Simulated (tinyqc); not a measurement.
Spin coating of a resist or spin-on film: centrifugal thinning, evaporation and the final thickness (Emslie and Meyerhofer models): one step, computed by the program tinyqc. Command: `OMP_NUM_THREADS=1 python tinyqc.py 3110528 3110529 out.jsonl spincoat walk`. One thread of a shared host (Intel(R) Xeon(R) Processor @ 2.30GHz), about 0.09 s of CPU time with the checks.

A Newtonian film stays uniform over the wafer; solvent and solids have the same density and the concentration is uniform through the thickness.

Problem. Thinning without evaporation. dh/dt = -K h^3 gives h = h0/sqrt(1 + 2 K h0^2 t); for long times h = 1/sqrt(2 K t).

Inputs (values chosen for the exercise, of the order of those of a polymer resist in an ester solvent): starting thickness h0 = 900 micrometre; time t = 2.1 s.

flow constant K = 0.002608744 1/(micrometre^2 s)

Give: h(t) without evaporation; long-time form; time 1/(2 K h0^2).

Solution.

h(t) without evaporation = 9.5529 micrometre

long-time form = 9.5534 micrometre

time 1/(2 K h0^2) = 2.3662e-04 s

The long-time form is within 0.0056 %: the starting thickness is forgotten. Caution: above a Reynolds number of about 3e5 the air flow near the rim turns turbulent, and evaporation is no longer uniform.
